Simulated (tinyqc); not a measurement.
Space-charge-limited current with shallow traps: two steps of the calculation.

One carrier type, drift only, an injecting contact at x = 0 (zero field) and thickness L. The share th = y/(1 + y), y = (Nc/Nt) exp(-Et/kB T), of the injected charge is free: J = q mu n F, eps0 eps_r dF/dx = q (n - n0)/th.

Inputs (values chosen for the exercise): temperature T = 300 K; relative permittivity eps_r = 22.2; mobility mu = 0.00012 cm^2/(V s); thickness L = 460 nm; band density of states Nc = 8.4e20 cm^-3; trap density Nt = 8.8e17 cm^-3; trap depth Et = 0.52 eV; free carrier density in equilibrium n0 = 1.9e10 cm^-3; voltage V = 9.1 V.

Constants: q = 1.602176634e-19 C, kB = 1.380649e-23 J/K, Vt = kB T/q, eps0 = 8.8541878128e-14 F/cm where lengths are in cm. Results are converted to the units shown.

Task 1. Limits and characteristic voltages. Ohmic J = q n0 mu V/L; Mott-Gurney J = (9/8) th eps0 eps_r mu V^2/L^3; they cross at Vx = 8 q n0 L^2/(9 th eps0 eps_r); traps fill at V_TFL = q Nt L^2/(2 eps0 eps_r).

Find: th; ohmic J; Mott-Gurney J; Vx; V_TFL.

Result 1.

th = 1.7546e-6
ohmic J = 7.2265e-8 A/cm^2
Mott-Gurney J = 3.9612e-7 A/cm^2
Vx = 1.6601 V
V_TFL = 75.889 V

Task 2. The exact current. Exact: with u = n0/n(L), w = -u - ln(1 - u) and v = -u - u^2/2 - ln(1 - u), V = (q n0 L^2/(th eps0 eps_r)) v/w^2 and J = q^2 n0^2 mu L/(th eps0 eps_r w). v/w^2 falls steadily with u, so u follows by bisection.

Give: v/w^2; u; w; J; exit field over V/L.

Result 2.

v/w^2 = 4.872
u = 0.2350
w = 0.03287
J = 4.512e-7 A/cm^2
exit field over V/L = 1.467

J is 3.7 % below the plain sum of the two limits; the exit field lies between the ohmic 1 and the Mott-Gurney 1.5.

Range of the model: Diffusion and a field-dependent mobility are left out. With injecting contacts the diffusion current, about 4 pi^2 Vt th eps0 eps_r mu V/L^3, equals the Mott-Gurney current at V = 35 kB T/q (0.9 V at 300 K), so the drift-only result needs V well above that.

tinyqc, about 0.01 s, one thread, Intel Xeon 2.30GHz (shared host): `OMP_NUM_THREADS=1 python tinyqc.py 2370012 2370013 out.jsonl`
